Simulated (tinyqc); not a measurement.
Inside a calculation. Model: self-heating of a transistor with one or more fingers, with temperature-dependent conductivity. Computed by tinyqc, a small Python program that keeps every step. Command: `OMP_NUM_THREADS=1 python tinyqc.py 3007414 3007415 out.jsonl selfheat walk`. One thread of a shared host (Intel(R) Xeon(R) Processor @ 2.30GHz), about 0.05 s of CPU time with the checks. Intermediate numbers are printed to about 6 digits and carried at full precision; extremes and crossings named in words are read from the listed rows.

N long parallel fingers lie on the top face of a slab whose bottom is held at T_0; the top is otherwise insulated, and heat flows in two dimensions. P in W/mm is 1000 P in W/m.

Inputs (values chosen for the exercise, modelled on gallium oxide):
```
quantity                                      value           unit
conductivity at the base temperature kappa_0   22.3        W/(m K)
exponent m in kappa ~ T^-m                     1.16              -
base temperature T_0                            300              K
power per gate width P                         0.19           W/mm
fingers N                                         4              -
finger pitch s                                   29     micrometre
width of the heat source w                        2     micrometre
substrate thickness t                            74     micrometre
phonon free path Lambda                          18             nm
heat capacity C                                3.34  1e6 J/(m^3 K)
pulse length                                    0.3    microsecond
power coefficient beta                         0.92         1e-3/K
```

Power: power rises with temperature.

## Geometry factors

A line source of power P on the top face raises the top at distance x by (P/(pi kappa_0)) g(x), g(x) = -ln tanh(pi x/(4 t)) (the image sum for the slab). On a strip of width w the centre sees the mean of g over the strip, g_0 = 1 + ln(8 t/(pi w)) for w much below t.

own factor g_0 = 5.54563

g(j s), j = 1..7: 1.20923  0.60140  0.31816  0.17089  0.09218  0.04978  0.02689

## Linear temperature rise of each finger

theta_i = (P/(pi kappa_0)) [g_0 + sum over j != i of g(|i - j| s)], with equal powers and constant conductivity; thermal resistance = largest theta/P.

theta of each finger (K): 20.8135  23.2301  23.2301  20.8135

largest theta = 23.2301 K

thermal resistance = 122.264 K mm/W

The neighbours supply 35 % of the rise of the hottest finger, which runs 2.4 K above the outer ones.

## Correction for the falling conductivity

Kirchhoff transformation for kappa = kappa_0 (T/T_0)^-m: T = T_0 [1 - (m - 1) theta/T_0]^(-1/(m - 1)), where theta is the linear rise. The bracket vanishes at the power P T_0/((m - 1) theta).

peak temperature = 324.310 K

true rise = 24.3100 K

true rise / linear rise = 1.04649

power at which the formula diverges = 15.3357 W/mm

The falling conductivity adds 4.6 % to the rise.

## Extra rise from ballistic phonons

Near a source smaller than the free path, Fourier's law overstates the flow. Rough estimate: a strip that emits phonons into a half space adds a resistance times area of 4 Lambda/(3 kappa_0), from the ballistic flux C v Delta T/4 with kappa_0 = C v Lambda/3, so Delta T_b = 4 Lambda P/(3 kappa_0 w); Knudsen number Lambda/w.

Knudsen number = 0.009

ballistic rise Delta T_b = 0.102242 K

Delta T_b / largest theta = 0.00440128

By this estimate the ballistic term is at most a fifth of the Fourier rise.

## Electrothermal feedback

The power follows P [1 + beta (T - T_0)] with T the peak temperature, for all fingers alike. Start at T_0 and repeat; stop when T changes by less than 1e-6 K, after 50 steps, or when the bracket falls below 0.05.

Iterations:
```
step  power (W/mm)    T (K)   change (K)
1         0.190000  324.310  2.43100e+01
2         0.194249  324.879  5.69271e-01
3         0.194349  324.893  1.33446e-02
4         0.194351  324.893  3.12826e-04
5         0.194351  324.893  7.33330e-06
6         0.194351  324.893  1.71908e-07
```

converged (1 yes, 0 no) = 1

peak temperature with feedback = 324.893 K

Converged in 6 steps; feedback adds 0.6 K.

## Rise at the end of a pulse

After switching on, theta(tau) = (P D/kappa_0) int_0^tau X(u) Z(u) du at the hottest finger, D = kappa_0/C; X = sum over fingers at distance x of [erf((x + w/2)/r) - erf((x - w/2)/r)]/(2 w), Z = sum_(j=-200..200) (-1)^j exp(-(2 j t/r)^2)/sqrt(pi D u), r = 2 sqrt(D u); trapezoid rule on 300 points evenly spaced in ln u from u_0 = 1e-3 min(tau, w^2/D) to tau, plus the exact piece 2 sqrt(u_0/(pi D))/w below u_0. Conductivity and power are held at their base values here, and Fourier's law is used even where the diffusion length is near a phonon free path.

diffusivity D = 6.67665 micrometre^2/microsecond

diffusion length sqrt(D tau) = 1.41527 micrometre

linear rise after the pulse = 4.8065 K

share of the steady rise = 0.2069

## Rise against time

The formulas are those given above.

Heating curve:
```
time (microsecond)  sqrt(D time) (micrometre)  rise (K)  share of the steady rise
8.20e-04                            0.0739922   0.35568                   0.01531
0.0082                               0.233984    1.1245                   0.04841
0.082                                0.739922    3.1855                    0.1371
0.82                                  2.33984    6.1352                    0.2641
8.2                                   7.39922    9.2518                    0.3983
41                                    16.5452     12.33                    0.5308
160                                   32.6843    17.042                    0.7336
490                                   57.1975    21.483                    0.9248
1200                                  89.5096     23.08                    0.9935
```

Half the steady rise is reached between 8.2 and 41 microseconds, and the last row holds 99.4 % of it; the slowest time constant is 4 t^2/(pi^2 D) = 332 microseconds. While the diffusion length lies between w and the pitch or thickness, the rise grows as the logarithm of time; once it nears the pitch of 29 micrometre the neighbours add their heat.

Checks made by the program: g(s) against the alternating image sum (relative difference 1e-06); Kirchhoff integral of kappa/kappa_0 from T_0 to T (relative difference below 1e-10); long-time limit against the steady rise (relative difference 3e-05).
